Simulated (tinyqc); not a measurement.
Localisation in a chain with random site energies (transfer matrices), step by step. Values are carried at full precision from step to step, so a last printed digit may differ when a step is redone from the rounded ones.

Hopping -t; leads with site energy 0, E = -2t cos(ka). psi_(j+1) = ((e_j - E)/t) psi_j - psi_(j-1), a product of matrices M_j = [[(e_j - E)/t, -1], [1, 0]]. For M = M_N ... M_1 the transmission is T = 4 sin^2(ka)/|M21 - M12 + M22 exp(ika) - M11 exp(-ika)|^2. Long samples draw e_j = W (x_j/2147483647 - 1/2) from x_j = 16807 x_(j-1) mod 2147483647, starting at x0. The localisation length xi, in sites, is defined by ln T = -2N/xi on average; weak disorder gives xi = 24 (4t^2 - E^2)/W^2, and the mean free path for backscattering is xi/2.

Values chosen for the exercise:
```
symbol  value                                  unit      meaning
t       0.83                                   eV        hopping
E       -0.42                                  eV        energy
e       (-0.5, 0.11, 0.57, 0.08, 0.53, -0.04)  eV        site energies of the short sample
W       1.15                                   eV        full width of the disorder
a       4.3                                    angstrom  spacing
```

## The product of transfer matrices

Multiply site by site and give T for each length.

Running product:
```
j  (e_j - E)/t      M11      M12      M21      M22       T
1      -0.0964  -0.0964  -1.0000   1.0000   0.0000  0.9116
2       0.6386  -1.0615  -0.6386  -0.0964  -1.0000  0.8729
3       1.1928  -1.1698   0.2384  -1.0615  -0.6386  0.8472
4       0.6024   0.3569   0.7821  -1.1698   0.2384  0.8789
5       1.1446   1.5782   0.6569   0.3569   0.7821  0.6849
6       0.4578   0.3657  -0.4814   1.5782   0.6569  0.6771
```

T is 0.6771 for the whole sample and does not fall steadily (it rises at j = 4): reflected waves interfere. The determinant of M stays 1.

## The same sites added without interference

One site alone reflects R_j = e_j^2/(e_j^2 + 4t^2 - E^2); incoherent addition sums R/(1 - R), and T = 1/(1 + sum).

R_j: [0.0884, 0.0047, 0.1119, 0.0025, 0.0982, 0.0006]

sum of R/(1 - R) = 0.3396
T without interference = 0.7465

The coherent product gives 0.6771 for this sample.

## Weak-disorder lengths

Form ka, xi, xi a and the mean free path xi a/2.

ka = 1.3150 rad
xi = 46.81 sites

lengths (nm): localisation 20.127, mean free path 10.063

The formula needs xi well above one site.

## Checks

- T from the product against the Green function: both 0.67705.

tinyqc: `OMP_NUM_THREADS=1 python tinyqc.py 1481090 1481091 out.jsonl`; about 0.04 s, one thread, shared Intel(R) Xeon(R) Processor @ 2.30GHz.
